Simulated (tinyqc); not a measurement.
Inside a calculation: interband optics of a two-band s-p chain from momentum matrix elements. Values are carried at full precision from step to step, so a last printed digit may differ when a step is redone from the rounded ones.

H(k) = [[Es - 2 ts cos ka, 2i V sin ka], [-2i V sin ka, Ep_ + 2 tp cos ka]] in the basis s, p; the lower band is full, with two electrons a cell. The velocity operator times hbar is W = dH/dk (eV angstrom); intra-atomic dipoles are left out.

Constants: hbar^2/2m0 = 3.80998211 eV angstrom^2; e^2/(4 pi eps0) = 14.39964547 eV angstrom.

Inputs chosen for the exercise:
```
symbol  value  unit        meaning
a       4.12   angstrom    period
Es      3.97   eV          upper orbital (s)
Ep_     -2.77  eV          lower orbital (p)
ts      0.26   eV          s-s hopping
tp      0.45   eV          p-p hopping
V       1.16   eV          s-p hopping
k       0.14   2 pi/a      wave vector
N       10                 k points
Ar      8.9    angstrom^2  cross-section per chain
eta     0.1    eV          Lorentzian half width
E       6.26   eV          photon energy
```

## Hamiltonian and velocity at one k

Form H and W = dH/dk.

H (eV), rows s, p and columns alike:
```
[[3.6385, 1.7876i],
 [-1.7876i, -2.1963]]
```

W (eV angstrom), rows s, p and columns alike:
```
[[1.6507, 6.0928i],
 [-6.0928i, -2.8571]]
```

## Matrix element between the bands

Diagonalise H, transform W, and form w = |W_cv|^2, the Kane-type energy w/c and the oscillator strength f = w/(c D), c = hbar^2/2m0, D = Ec - Ev.

Ev, Ec (eV): [-2.7004, 4.1426]

weights, rows s, p; columns v, c:
```
[[0.0737, 0.9263],
 [0.9263, 0.0737]]
```

slopes dEv/dk, dEc/dk (eV angstrom): [-5.708, 4.502]

w = 16.141 eV^2 angstrom^2
w/c = 4.236 eV
f = 0.619

## Transitions on the mesh

At each k_j = (j + 1/2)/N (2 pi/a) up to the zone edge give D = Ec - Ev, w = |<c|W|v>|^2 and f = w/(c D), c = hbar^2/2m0; the other half of the zone repeats the values.

Transitions:
```
k (2 pi/a)  D (eV)  w (eV^2 angstrom^2)      f
0.0500      5.5770               73.147  3.443
0.1500      6.9975               12.054  0.452
0.2500      8.1827                2.751  0.088
0.3500      8.4538               37.026  1.150
0.4500      8.2166               82.971  2.650
```

D runs from 5.577 to 8.454 eV on the mesh; f is largest at k = 0.0500.

## Dielectric function from the table

With w(k) = |<c|W|v>|^2 and D(k) = Ec - Ev, on the mesh k_j = (j + 1/2)/N (2 pi/a): eps(E) = 1 + (8 pi e2/(a Ar)) mean_j (w/D^2) [1/(D - E - i eta) + 1/(D + E + i eta)], e2 = e^2/(4 pi eps0); light polarised along the chains, no local fields.

Take the mean over the rows. Also eps(0) at eta = 0, and the effective electrons per cell n_eff = 2 mean(f).

eps(E) = -2.592+1.143i
eps(0) = 3.656
n_eff = 3.113

On a mesh of 2000 points the values are -2.390+4.191i, 3.673 and 3.118. n_eff need not equal the 2 electrons of the cell: a two-orbital basis with chosen hoppings does not obey the sum rule of free electrons. E lies within, or within 2 eta of, the range of transitions of the band (5.32 to 8.46 eV); their spacing on this mesh (up to 1.42 eV) exceeds eta, so eps(E) depends on where the few mesh points fall.

## Checks

- Curvature of the lower band against <v|d2H/dk2|v> - 2 w/D (eV angstrom^2): both 2.530.
- Zone mean of 2 w/D against the zone mean of <v|d2H/dk2|v>, the f-sum rule of a full band (eV angstrom^2): both 11.878.

Program tinyqc; command `OMP_NUM_THREADS=1 python tinyqc.py 1650192 1650193 out.jsonl`; about 0.01 s on one thread of a shared Intel(R) Xeon(R) Processor @ 2.30GHz.
